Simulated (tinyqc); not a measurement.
# Single-photon avalanche diode, trigger probability and counting: what changes with what

A multiplication layer of width W with the uniform field V/W; alpha = an exp(-bn/E) for electrons, beta = ap exp(-bp/E) for holes (local model, no dead space). a = alpha W, b = beta W. Electrons enter at x = 0, holes at x = W. P0 is the probability that an electron entering at 0 starts a lasting avalanche, PW the same for a hole entering at W.

Values chosen for this exercise; ionisation coefficients close to those of germanium:
- an = 1.51e7 1/cm (electron prefactor)
- bn = 1.6 MV/cm (electron field)
- ap = 9.86e6 1/cm (hole prefactor)
- bp = 1.3 MV/cm (hole field)
- W = 2 um (width of the multiplication layer)
- eta = 0.58 (probability that a photon makes a pair that enters the layer)
- Gd = 11000 1/s (thermal generation rate in the layer)
- td = 10 ns (dead time)
- Cd = 95 fF (diode capacitance)
- Rq = 50 kohm (quench resistance)
- pa = 8.4e-8 (trapping probability per avalanche carrier)
- tt = 4.9 ns (trap release time)
- nph = 9.6e5 1/s (photon rate)

Constants: q = 1.602176634e-19 C. Results are converted to the units shown.

Each table varies one quantity; the others keep the values above.

## Effect of the excess bias

Breakdown: ln(a/b) = a - b with a not equal to b. Above it PW/(1 - PW) = [P0/(1 - P0)] exp(b - a) and b ln(1 - P0) = a ln(1 - PW); the mean over pairs made evenly in the layer is Pm = ln[(1 - PW)/(1 - P0)]/(a - b). PDP = eta P0; dark counts Gd Pm; avalanche charge Cd Vx/q; afterpulse probability pa (Cd Vx/q) exp(-td/tt) Pm; true rate n = nph PDP + dark counts; measured n/(1 + n td) (non-paralysable) or n exp(-n td) (paralysable); recharge time Rq Cd.

Result of one run:

| Vx (V) | Vx/VB (%) | P0 | PW | Pm | PDP | dark counts (1/s) | afterpulse (%) |
|---|---|---|---|---|---|---|---|
| 1.5 | 4.065 | 0.2871 | 0.6515 | 0.4662 | 0.1665 | 5128 | 0.4525 |

What becomes of these results when the excess bias Vx is changed from 1.5 to 2.3 V, all else the same?

Result of the changed run:

| Vx (V) | Vx/VB (%) | P0 | PW | Pm | PDP | dark counts (1/s) | afterpulse (%) |
|---|---|---|---|---|---|---|---|
| 2.3 | 6.233 | 0.4132 | 0.7998 | 0.6195 | 0.2396 | 6814 | 0.9220 |

The whole series:

| Vx (V) | Vx/VB (%) | P0 | PW | Pm | PDP | dark counts (1/s) | afterpulse (%) |
|---|---|---|---|---|---|---|---|
| 0.37 | 1.003 | 0.07751 | 0.2317 | 0.1431 | 0.04496 | 1574 | 0.03427 |
| 0.59 | 1.599 | 0.1214 | 0.3422 | 0.2183 | 0.07043 | 2402 | 0.08336 |
| 0.93 | 2.520 | 0.1863 | 0.4818 | 0.3220 | 0.1080 | 3542 | 0.1938 |
| 1.5 | 4.065 | 0.2871 | 0.6515 | 0.4662 | 0.1665 | 5128 | 0.4525 |
| 2.3 | 6.233 | 0.4132 | 0.7998 | 0.6195 | 0.2396 | 6814 | 0.9220 |
| 3.7 | 10.03 | 0.5947 | 0.9246 | 0.7922 | 0.3449 | 8714 | 1.897 |
| 5.9 | 15.99 | 0.7939 | 0.9848 | 0.9237 | 0.4604 | 1.016e4 | 3.527 |
| 9.3 | 25.20 | 0.9463 | 0.9991 | 0.9869 | 0.5489 | 1.086e4 | 5.939 |
| 15 | 40.65 | 0.9982 | 1.000 | 0.9997 | 0.5790 | 1.100e4 | 9.704 |

VB is 36.90 V. P0 rises from 0.0775 to 0.998 and PW rises from 0.232 to 1.00; P0 goes as Vx^(0.96) at the start and Vx^(0.11) at the end. Holes trigger better in every row. The afterpulse probability keeps growing, as Vx^(1.03) at the end, because the avalanche charge grows with Vx. For Vx = 9.3, 15 the excess bias passes a quarter of VB, where tunnelling adds dark counts that are left out here.

## Effect of the width of the multiplication layer

Same model as above.

The excess bias is 10 % of VB in every row.

Result of one run:

| W (um) | VB (V) | E at VB (MV/cm) | beta/alpha at VB | P0 | PW |
|---|---|---|---|---|---|
| 0.15 | 4.161 | 0.2774 | 1.926 | 0.5350 | 0.7373 |

What becomes of these results when the width of the multiplication layer W is changed from 0.15 to 5 um, all else the same?

Result of the changed run:

| W (um) | VB (V) | E at VB (MV/cm) | beta/alpha at VB | P0 | PW |
|---|---|---|---|---|---|
| 5 | 82.43 | 0.1649 | 4.029 | 0.6012 | 0.9567 |

The whole series:

| W (um) | VB (V) | E at VB (MV/cm) | beta/alpha at VB | P0 | PW |
|---|---|---|---|---|---|
| 0.15 | 4.161 | 0.2774 | 1.926 | 0.5350 | 0.7373 |
| 0.25 | 6.310 | 0.2524 | 2.143 | 0.5521 | 0.7867 |
| 0.41 | 9.518 | 0.2321 | 2.378 | 0.5656 | 0.8285 |
| 0.67 | 14.40 | 0.2150 | 2.636 | 0.5766 | 0.8641 |
| 1.1 | 22.00 | 0.2000 | 2.926 | 0.5855 | 0.8945 |
| 1.8 | 33.67 | 0.1871 | 3.247 | 0.5923 | 0.9194 |
| 3 | 52.58 | 0.1753 | 3.617 | 0.5976 | 0.9403 |
| 5 | 82.43 | 0.1649 | 4.029 | 0.6012 | 0.9567 |

As W grows, VB rises from 4.16 to 82.4 V, as W^(0.85) on average, the breakdown field falls from 0.277 to 0.165 MV/cm and beta/alpha rises from 1.93 to 4.03. At equal relative excess P0 rises from 0.535 to 0.601 and PW rises from 0.737 to 0.957. For W = 0.15, 0.25 dead space and band-to-band tunnelling, left out here, matter.

Computed by the program tinyqc: `OMP_NUM_THREADS=1 python tinyqc.py 2630015 2630016 out.jsonl`, one thread of a shared Intel Xeon 2.30GHz, about 0.01 s for the whole run.
